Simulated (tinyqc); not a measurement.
Temperature: two-band k.p model of the X valleys of a zinc-blende crystal.

k along the valley axis, counted from X, c = hbar^2/2m0, e = c k^2/ml. H = [[e - D/2, i P k], [-i P k, e + D/2]] with P^2 = D0 c/ml, so E = e -/+ sqrt(D^2/4 + D0 e). For D = 0 (diamond lattice) the bands cross at X.

With x = D/D0: for x < 1 the minima lie at k_m = sqrt(ml D0 (1 - x^2)/(4 c)), the hump at X has the height dE = (D0/4)(1 - x)^2 and the mass at the minimum is ml/(1 - x^2); the mass at X is ml/(1 - 1/x), negative for x < 1. For x > 1 the minimum is at X.

Thermal masses along the axis for one X point, lower band, E from the minimum, on 1601 points from -0.8 to 0.8 1/angstrom: density-of-states mass m_d = c I^2/(pi kT), I = integral of exp(-E/kT) dk; conductivity mass m_c = 2 c kT/<(dE/dk)^2> with central differences.

Constants: hbar^2/2m0 = 3.80998211 eV angstrom^2; kB = 8.617333262e-05 eV/K.

Parameters, chosen for this exercise (out of a larger set: of the order of those of AlAs; not measured data): D = 0.325 eV (splitting of the two conduction levels at X); D0 = 0.156 eV (coupling energy); ml = 0.578 m0 (mass along the axis from remote bands).

Thermal masses against T.

Results:

| T (K) | kT (meV) | m_d | m_c |
|---|---|---|---|
| 10 | 0.86 | 1.108 | 1.104 |
| 20 | 1.72 | 1.104 | 1.097 |
| 50 | 4.31 | 1.095 | 1.079 |
| 100 | 8.62 | 1.080 | 1.053 |
| 200 | 17.23 | 1.057 | 1.014 |
| 300 | 25.85 | 1.038 | 0.985 |
| 500 | 43.09 | 1.009 | 0.942 |

What does the comparison show?

m_d goes from 1.108 to 1.009 and m_c goes from 1.104 to 0.942. Both start from the edge mass 1.112 and tend to ml = 0.578 for kT far above D0. 

Program tinyqc; command `OMP_NUM_THREADS=1 python tinyqc.py 1850534 1850535 out.jsonl`; about 0.01 s on one thread of a shared Intel(R) Xeon(R) Processor @ 2.30GHz.
